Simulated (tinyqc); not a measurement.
Wafer and channel orientation: ellipsoidal valleys in the axes of a wafer and a channel.

Valleys with axes a along [111], [1-1-1], [-11-1] and [-1-11], one whole valley each; inverse mass tensor w = 1/mt + (1/ml - 1/mt) a a. Device axes: z = nz/|nz|, x = nx/|nx|, y = z cross x; in them a = (ax, ay, az). Confinement mass mz = 1/w_zz. In the plane w_ij is replaced by u_ij = w_ij - w_iz w_jz/w_zz (i, j = x, y); density-of-states mass md = 1/sqrt(det u); conductivity mass along x mc = 1/u_xx; ballistic transport mass mx = u_yy/det u, width mass my = 1/u_yy.

Hard walls: E_n = c (n pi/t)^2/mz, c = hbar^2/2m0, n = 1, 2, 3. Non-degenerate share of a valley proportional to md sum_n exp(-E_n/kT); mean 1/mc = sum of share/mc. 1 nm = 10 angstrom.

Constants: hbar^2/2m0 = 3.80998211 eV angstrom^2; kB = 8.617333262e-05 eV/K.

Values chosen for the exercise (near those of the L valleys of Ge; the results hold for these values, not for the real material): ml = 1.612 m0 (longitudinal mass); mt = 0.084 m0 (transverse mass); t = 8.6 nm (thickness of the film); T = 300 K (temperature).

For each face/channel: the lowest ladder (mz, number of valleys, md, E1, share) and the mean conductivity mass over all valleys.

Results:

| face/channel | mz | valleys | md | E1 (meV) | share | mean mc |
|---|---|---|---|---|---|---|
| (110)/[001] | 0.228 | 2 | 0.223 | 22.3 | 0.741 | 0.2979 |
| (210)/[001] | 0.195 | 2 | 0.242 | 26.1 | 0.699 | 0.2174 |
| (111)/[1-10] | 1.612 | 1 | 0.084 | 3.2 | 0.544 | 0.1069 |
| (110)/[1-11] | 0.228 | 2 | 0.223 | 22.3 | 0.741 | 0.1289 |
| (113)/[1-10] | 0.298 | 1 | 0.195 | 17.1 | 0.435 | 0.1315 |
| (110)/[1-10] | 0.228 | 2 | 0.223 | 22.3 | 0.741 | 0.1004 |
| (001)/[110] | 0.123 | 4 | 0.304 | 41.4 | 1.000 | 0.1561 |

The mean conductivity mass is lowest, 0.1004, for (110)/[1-10] and highest, 0.2979, for (110)/[001]; the bulk value is 0.1228. The confinement energy is lowest on the face with the heaviest mz ((111), 3 meV). The density of states of the lowest ladder, valleys times md, runs between 0.084 and 1.217; a small value limits the charge through the quantum capacitance.

Program tinyqc; command `OMP_NUM_THREADS=1 python tinyqc.py 1880377 1880378 out.jsonl`; about 0.01 s on one thread of a shared Intel(R) Xeon(R) Processor @ 2.30GHz.
